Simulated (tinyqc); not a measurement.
Elastic trap-assisted tunnelling through a dielectric: one step of the calculation.

Emitter at x = 0 (Fermi level 0), collector at x = t (Fermi level -V), band edge U(x) = phi - F x, F = V/t. A trap at x has the energy E = U(x) - Et. With G(u) = (4/(3 F)) sqrt(mo/C) max(u, 0)^1.5, C = hbar^2/(2 m0): S1 = G(phi - E) - G(Et), S2 = G(Et) - G(phi - V - E), T1,2 = exp(-S1,2). The steady rate through one trap is nu T1 T2 (f1 - f2)/(T1 + T2), f1 = f(E), f2 = f(E + V), f(y) = 1/(1 + exp(y/Vt)); both contacts offer states at E.

Problem. Rate through a trap near the best position. n equally spaced x from xa to xb, where nearly all of the current flows; J = q Nt times the integral of the rate, by Simpson's rule.

Inputs (values chosen for the exercise); dielectric values close to those of silicon dioxide:
```
symbol,value,unit,meaning
T,350,K,temperature
phi,3.01,eV,barrier above the emitter Fermi level
mo,0.49,m0,tunnelling mass
t,7,nm,thickness
Et,2.72,eV,trap depth below the band edge of the dielectric
Nt,2e18,cm^-3,trap density
nu,1e13,1/s,attempt frequency
n,11,,points of the grid
V,0.79,V,voltage
xa,2.86,nm,left end of the grid
xb,3.87,nm,right end of the grid
```

Constants: q = 1.602176634e-19 C, kB = 1.380649e-23 J/K, hbar = 1.054571817e-34 J s, m0 = 9.1093837015e-31 kg, Vt = kB T/q, hbar^2/(2 m0) = 0.0380998212 eV nm^2. Results are converted to the units shown.

Wanted: x; E; S1; S2; f1 - f2; rate; J.

Solution.

| point | x (nm) | E (eV) | S1 | S2 | f1 - f2 | rate (1/s) |
|---|---|---|---|---|---|---|
| 0 | 2.8600 | -0.03277 | 34.816 | 46.805 | 0.74773 | 3.5208e-8 |
| 1 | 2.9610 | -0.04417 | 36.081 | 45.716 | 0.81222 | 1.1359e-7 |
| 2 | 3.0620 | -0.05557 | 37.348 | 44.625 | 0.86323 | 3.5936e-7 |
| 3 | 3.1630 | -0.06697 | 38.617 | 43.531 | 0.90206 | 1.1141e-6 |
| 4 | 3.2640 | -0.07837 | 39.889 | 42.434 | 0.93075 | 3.2155e-6 |
| 5 | 3.3650 | -0.08976 | 41.163 | 41.334 | 0.95149 | 5.7763e-6 |
| 6 | 3.4660 | -0.10116 | 42.440 | 40.232 | 0.96624 | 3.2234e-6 |
| 7 | 3.5670 | -0.11256 | 43.719 | 39.127 | 0.97662 | 9.9637e-7 |
| 8 | 3.6680 | -0.12396 | 45.000 | 38.019 | 0.98386 | 2.8129e-7 |
| 9 | 3.7690 | -0.13536 | 46.284 | 36.909 | 0.98888 | 7.8393e-8 |
| 10 | 3.8700 | -0.14676 | 47.570 | 35.796 | 0.99235 | 2.1745e-8 |

J = 5.0198e-14 A/cm^2

Range of the model: Phonon-assisted (inelastic) capture, chains of traps and a spread of trap depths are left out.

Numbers from tinyqc (`OMP_NUM_THREADS=1 python tinyqc.py 2370103 2370104 out.jsonl`; about 0.04 s on one thread of a shared Intel Xeon 2.30GHz).
